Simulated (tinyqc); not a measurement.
# Changing the density cut-off d/a

Model: Finnis-Sinclair potential for a bcc metal: fit to cohesion and elasticity, then vacancy, surfaces and structure. Computed by tinyqc, a small Python program. Command: `OMP_NUM_THREADS=1 python tinyqc.py 3113687 3113688 out.jsonl fsfit sweep`. One thread of a shared host (Intel(R) Xeon(R) Processor @ 2.30GHz), about 0.02 s of CPU time with the checks.

E = (1/2) sum V(r) - A sqrt(rho), rho = sum phi(r), phi = (r - d)^2 for r < d, V = (r - c)^2 (c0 + c1 r + c2 r^2) for r < c. In bcc the 8 first neighbours lie at sqrt(3) a/2 and the 6 second at a; both cut-offs lie below the third shell; Omega = a^3/2; E is per atom and z the number of atoms in a shell. The four constants A, c0, c1, c2 are fitted to E_c, zero pressure, B and C12 - C44 alone, so C44 and C11 - C12 are not matched singly; defects are unrelaxed.

Inputs (values chosen for the exercise, modelled on niobium):

| quantity | value | unit |
|---|---|---|
| lattice constant a | 3.3 | angstrom |
| cohesive energy E_c | 7.56 | eV |
| target C11 | 252 | GPa |
| target C12 | 137 | GPa |
| target C44 | 29.6 | GPa |
| pair cut-off c/a | 1.282 | - |

Constants: 1 eV/angstrom^3 = 160.2176634 GPa; 1 eV/angstrom^2 = 16.02176634 J/m^2.

Method:
- rho = sum z phi, rho1 = sum z r phi', rho2 = sum z r^2 phi''. At zero pressure the effective pair part V + 2 F' phi obeys C12 = C44, so C12 - C44 = F'' (rho1/3)^2/Omega with F'' = A/(4 rho^(3/2)); this gives A.
- With v_k = (r - c)^2 r^k the rows are (1/2) sum z v_k, (1/2) sum z r v_k' and (1/2) sum z r^2 v_k''. With rho1 = sum z r phi' and rho2 = sum z r^2 phi'' the right-hand sides are: -E_c + A sqrt(rho) (cohesion); A rho1/(2 sqrt(rho)) (zero pressure); 9 B Omega + A [rho2/(2 sqrt(rho)) - rho1^2/(4 rho^(3/2))] with B = (C11 + 2 C12)/3.
- Solve the three equations.
- Second differences of E with strains of 1e-4: e_xx gives C11, (e_xx, e_yy) = (1, -1) gives 2 (C11 - C12), an engineering shear gives C44. B and C12 - C44 are fitted; the one combination left tests the choice of d.
- E_v = -A sum_shells z [sqrt(rho - phi(r)) - sqrt(rho)] - (1/2) sum z V(r): the neighbours lose one bond each, and the atom is put back in the bulk.
- An atom in layer i below the surface keeps only neighbours no higher than the top layer; gamma = sum_i (E_i + E_c)/(area per surface atom), with layer spacings a/2, a/sqrt2 and areas a^2, a^2/sqrt2 for (100) and (110).

One run for each value:

| density cut-off d/a | error of C44 (%) | A (eV/angstrom) | vacancy energy E_v (eV) | gamma(110) (J/m^2) |
|---|---|---|---|---|
| 1.105 | -68.347 | 2.3784 | 4.7954 | 2.9283 |
| 1.133 | -50.778 | 2.6065 | 4.1098 | 2.5430 |
| 1.160 | -21.876 | 2.8412 | 3.3518 | 2.1166 |
| 1.188 | 19.600 | 3.0947 | 2.4670 | 1.6187 |
| 1.216 | 72.315 | 3.3553 | 1.4826 | 1.0644 |

Over the rows, error of C44 (%) rises from -68.3 to 72.3; A (eV/angstrom) rises from 2.38 to 3.36 (exponent d ln y / d ln x 3.7 between the first rows and 3.5 between the last); vacancy energy E_v (eV) falls from 4.80 to 1.48 (exponent d ln y / d ln x -6.2 between the first rows and -22 between the last). The error of C44 passes zero between d/a = 1.16 and 1.188, which is how d is fixed in the full fit. Left out: 1.08, 1.24, 1.27, 1.30 (the fit is far from the shear constants).
